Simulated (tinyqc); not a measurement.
# Junction parameters from two forward currents

Problem. D(v) = J1 (exp(v/Vt) - 1) + J2 (exp(v/(2 Vt)) - 1). Find J1, J2 and the voltage 2 Vt ln(J2/J1) near which both parts are equal.

Parameters, values chosen for the exercise: temperature T = 358 K.

Constants: q = 1.602176634e-19 C, kB = 1.380649e-23 J/K, Vt = kB T/q. Results are converted to the units shown.

junction voltages (V): 0.26  0.68
currents (uA/um): 6.9090576e-8  0.0020802421

Answer. The current is linear in J1 and J2, so two points give two equations.

J1 = 5.40e-13 uA/um
J2 = 1.00e-9 uA/um
crossover = 0.464 V

tinyqc, about 0.2 s, one thread, Intel Xeon 2.30GHz (shared host): `OMP_NUM_THREADS=1 python tinyqc.py 2182069 2182070 out.jsonl`
